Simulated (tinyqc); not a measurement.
Direct against trap-assisted paths: tunnelling through a thin dielectric with one trap, as a tight-binding chain.

Hopping -t everywhere, t = c/(m a^2), c = hbar^2/2m0; lead sites at 2t (band bottom 0), barrier sites 1 to N at 2t + phi, and site j has U besides. No voltage. Leads give S = -t exp(ika) on sites 1 and N, cos(ka) = 1 - E/(2t). T = (2 t sin(ka))^2 |G_1N|^2, G = (E - H - S)^-1. In the barrier cosh(q a) = 1 + (phi - E)/(2t).

Resonance: the lowest eigenvalue of H + S(E), iterated until its real part equals E (40 rounds from Eb = phi + 2t - sqrt(4t^2 + U^2), the level in an endless barrier). With v the normalised squared amplitudes of that state, Gamma_L = 2 t sin(ka) v_1, Gamma_R = 2 t sin(ka) v_N; Breit-Wigner T = Gamma_L Gamma_R/((E - Er)^2 + (Gamma_L + Gamma_R)^2/4).

Constants: hbar^2/2m0 = 3.80998211 eV angstrom^2.

Parameters, chosen for this exercise (barrier and mass of the size used for SiO2 on silicon; shifted at random, so the results belong to these values and not to a real crystal): a = 3 angstrom (site spacing); m = 0.4 m0 (mass, the same in leads and barrier); phi = 3.1 eV (conduction edge of the barrier above that of the leads); U = -3.04 eV (extra energy on the trap site).

N odd, the trap in the middle, j = (N + 1)/2. Direct T is that without trap at the energy Er; area = 2 pi Gamma_L Gamma_R/(Gamma_L + Gamma_R). The exponents are the slopes of the logarithms between the last two rows, per angstrom.

Against thickness:
```
N,N a (angstrom),Er (eV),direct T,area (meV)
5,15.0,1.5174,3.32e-05,45.6
7,21.0,1.5129,3.18e-07,4.43
9,27.0,1.5124,3.08e-09,0.435
11,33.0,1.5124,2.99e-11,0.0429
13,39.0,1.5124,2.90e-13,0.00422
15,45.0,1.5124,2.82e-15,0.000416
17,51.0,1.5124,2.73e-17,4.10e-05
```

exponents (1/angstrom): direct 0.7726, through the trap 0.3863

The direct path falls as exp(-0.773 d) and the path through a central trap as exp(-0.386 d), 2.00 times more slowly, since each step crosses half the layer. From 5 to 17 sites the first loses 12.1 decades and the second 6.0: in thicker layers even few traps rule the leakage. Inelastic capture with phonons is left out.

Program tinyqc; command `OMP_NUM_THREADS=1 python tinyqc.py 1482616 1482617 out.jsonl`; about 0.04 s on one thread of a shared Intel(R) Xeon(R) Processor @ 2.30GHz.
